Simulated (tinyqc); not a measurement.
Ferroelectric with a first-order transition, Landau-Devonshire energy: two steps of the calculation.

One domain with free energy u = al P^2 + be P^4 + ga P^6 - E P, al = a0 (T - T0), be < 0 < ga (P in uC/cm^2, E in kV/cm, u in mJ/cm^3). Equilibrium: E = 2 al P + 4 be P^3 + 6 ga P^5; a state is stable against small changes where dE/dP > 0. The coercive field is that of uniform switching, which real films, switching by domains, do not reach.

Inputs (values chosen for the exercise):
- a0 = 0.026 kV cm/(uC K) (slope of the quadratic coefficient)
- T0 = 381 K (Curie-Weiss temperature)
- be = -0.0014 kV cm^5/uC^3 (quartic coefficient)
- ga = 5.1e-7 kV cm^9/uC^5 (sixth-order coefficient)
- Ea = 58 kV/cm (applied field)

Task 1. Transition temperatures. TC = T0 + be^2/(4 a0 ga), where u(Ps) = u(0); T1 = T0 + be^2/(3 a0 ga), where the polar minimum disappears. At TC the polarisation jumps from sqrt(-be/(2 ga)) to zero, with latent heat TC a0 Ps^2.

Find: TC; T1; jump of P; latent heat.

Result 1.

TC = 418.0 K
T1 = 430.3 K
jump of P = 37.05 uC/cm^2
latent heat = 14.92 J/cm^3

Thermal hysteresis can span T0 to T1, 49.3 K.

Task 2. Polarisation on the upper branch by Newton steps. f = 2 al P + 4 be P^3 + 6 ga P^5 - Ea, f' = 2 al + 12 be P^2 + 30 ga P^4, P(new) = P - f/f'.

P at the start = 44.7 uC/cm^2
al = -0.52 kV cm/uC

Wanted: f; f'; P after iteration 1.

Result 2.

f = -58.566 kV/cm
f' = 26.475 kV cm/uC
P after iteration 1 = 46.912 uC/cm^2

Program tinyqc, `OMP_NUM_THREADS=1 python tinyqc.py 2860001 2860002 out.jsonl`; Intel Xeon 2.30GHz, shared host, one thread, about 0.01 s.
